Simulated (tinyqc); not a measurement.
Worked calculation: spin coating of a resist or spin-on film: centrifugal thinning, evaporation and the final thickness (Emslie and Meyerhofer models). Computed by tinyqc, a small Python program that keeps every step. Command: `OMP_NUM_THREADS=1 python tinyqc.py 3111910 3111911 out.jsonl spincoat walk`. One thread of a shared host (Intel(R) Xeon(R) Processor @ 2.30GHz), about 0.08 s of CPU time with the checks. Intermediate numbers are printed to about 7 digits and carried at full precision; extremes and crossings named in words are read from the listed rows.

A Newtonian film stays uniform over the wafer; solvent and solids have the same density and the concentration is uniform through the thickness.

Inputs (values chosen for the exercise, of the order of those of a polymer resist in an ester solvent): solids volume fraction c0 = 0.08; kinematic viscosity of the solvent nu_s = 1.8 mm^2/s; viscosity constant k = 1100 mm^2/s; viscosity exponent gamma = 3.5; spin speed f = 1500 rpm; evaporation rate at 1000 rpm e0 = 0.13 micrometre/s; starting thickness h0 = 200 micrometre; time t = 0.84 s; wafer radius R = 50 mm; shrinkage in the bake = 7.8 %.

## Rates

omega = 2 pi f/60; nu(c) = nu_s + k c^gamma; evaporation rate e = e0 sqrt(f/1000 rpm). Flow constant K = 2 omega^2/(3 nu(c0)); Reynolds number of the air omega R^2/nu_air with nu_air = 15 mm^2/s.

omega = 157.0796 1/s

nu(c0) = 1.959297 mm^2/s

evaporation rate e = 0.1592168 micrometre/s

flow constant K = 0.008395532 1/(micrometre^2 s)

Reynolds number of the air = 26179.94

## Thinning without evaporation

dh/dt = -K h^3 gives h = h0/sqrt(1 + 2 K h0^2 t); for long times h = 1/sqrt(2 K t).

h(t) without evaporation = 8.412725 micrometre

long-time form = 8.420178 micrometre

time 1/(2 K h0^2) = 0.001488887 s

The long-time form is within 0.089 %: the starting thickness is forgotten.

## The two-stage estimate

Meyerhofer estimate: flow rules until (1 - c0) K h^3 = e, then evaporation alone: h_w = (e/((1 - c0) K))^(1/3), dry film c0 h_w.

wet thickness h_w = 2.741896 micrometre

dry film, estimate = 219.3517 nm

drying time (1 - c0) h_w/e = 15.84345 s

## First explicit step of the full model

Solids s and liquid l per area start at s = c0 h0, l = (1 - c0) h0. With h = h0 and c = c0: Q = K h^3, K = 2 omega^2/(3 nu); one Euler step of length dt = 0.01 h0/Q for s and l, ds/dt = -c Q, dl/dt = -(1 - c) Q - e.

Q = 67164.26 micrometre/s

dt = 2.977774e-05 s

s = 15.84 micrometre

l = 182.1600 micrometre

Q/e at the start = 421841.4

## The full model

Full model for solids s and liquid l per area, h = s + l, c = s/h: ds/dt = -c Q, dl/dt = -(1 - c) Q - e, Q = 2 omega^2 h^3/(3 nu(c)); integrated adaptively (relative tolerance 1e-9) until l = 0. Dry film = s at l = 0, before the bake; film after the bake = s x (1 - shrinkage).

time to dry = 19.50579 s

dry film = 228.3906 nm

film after the bake = 210.5761 nm

## Course in time

Times are fractions of the time to dry.

History:
```
fraction     t (s)  h (micrometre)          c  nu (mm^2/s)           Q/e    s (nm)
0.003      0.05852        31.50032  0.0800161      1.95941  1.648083e+03  2520.533
0.010      0.19506        17.39583  0.0800959      1.95997  2.774892e+02  1393.335
0.030      0.58517        10.04164  0.0804967      1.96279  5.329676e+01   808.319
0.100      1.95058         5.41012  0.0830903      1.98189  8.254685e+00   449.529
0.200      3.90116         3.67667  0.0892365      2.03350  2.525095e+00   328.093
0.350      6.82702         2.53944  0.1041791      2.20144  7.685345e-01   264.556
0.500      9.75289         1.85659  0.1292458      2.65379  2.491406e-01   239.957
0.700     13.65405         1.16519  0.1970193      5.53399  2.953342e-02   229.565
0.900     17.55521         0.53898  0.4237677     56.29292  2.873524e-04   228.401
```

Q/e drops below 1 between t = 3.9 and 6.8 s, when c has risen from 0.08 to about 0.104; after that row the solids fall by a further 14 %. The full model gives 1.04 times the two-stage estimate.

## Spin curve

The formulas are those given above.

Dry film against speed:
```
f (rpm)  full model (nm)  estimate (nm)  time to dry (s)
500             395.5825       379.9283         58.50840
1000            279.7200       268.6498         29.25756
1500            228.3906       219.3517         19.50579
2000            197.7921       189.9641         14.62962
3000            161.4966       155.1051          9.75327
4000            139.8602       134.3249          7.31502
6000            114.1954       109.6758          4.87673
```

The full thickness goes as f^-0.500; the estimate as (e/omega^2)^(1/3) = f^(-1/2). The time to dry goes as f^-1.00. A thickness window of 1 % allows a speed error of about 2 %.

Checks made by the program: constant-viscosity run against c0 h0 exp(-int K h^2 dt) (relative difference 1e-05).
